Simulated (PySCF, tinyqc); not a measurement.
FCI on RHF in the sto-6g basis, for H2, spin multiplicity 1, step by step. The lowest restricted solution is unstable here: a spin-polarised one lies 0.0280 hartree lower (PySCF). One step of it, computed by the program tinyqc.

Question. FCI: roots. Diagonalise (each vector has its largest component positive (the first on a tie)); all determinants have Ms = 0, so triplets appear too. The lowest singlet root is the correlation energy.

Occupation strings over the orbitals (2 doubly, a alpha, b beta, 0 empty; spin orbitals ordered 1a 1b 2a 2b ...): 20 ab ba 02

H - E(HF) between determinants (hartree), lower triangle:
```
          20         ab        ba        02
20  0.000000
ab  0.000000   0.286674
ba  0.000000  -0.223388  0.286674
02  0.223388   0.000000  0.000000  0.593624
```

Give: lowest roots of this matrix, relative to E(HF); lowest vectors; <S^2> of these roots; weight of the ground state by excitation level 0, 1, 2, ....

Answer.

lowest roots of this matrix, relative to E(HF) (hartree): -0.0747  0.0633  0.5101  0.6683

lowest vectors:
```
     root 1  root 2   root 3  root 4
20   0.9484  0.0000   0.0000  0.3170
ab   0.0000  0.7071   0.7071  0.0000
ba   0.0000  0.7071  -0.7071  0.0000
02  -0.3170  0.0000   0.0000  0.9484
```

<S^2> of these roots: 0.0000  2.0000  0.0000  0.0000

weight of the ground state by excitation level 0, 1, 2, ...: 0.8995  0.0000  0.1005

The reference has a weight of only 0.90: one determinant is a poor start here.
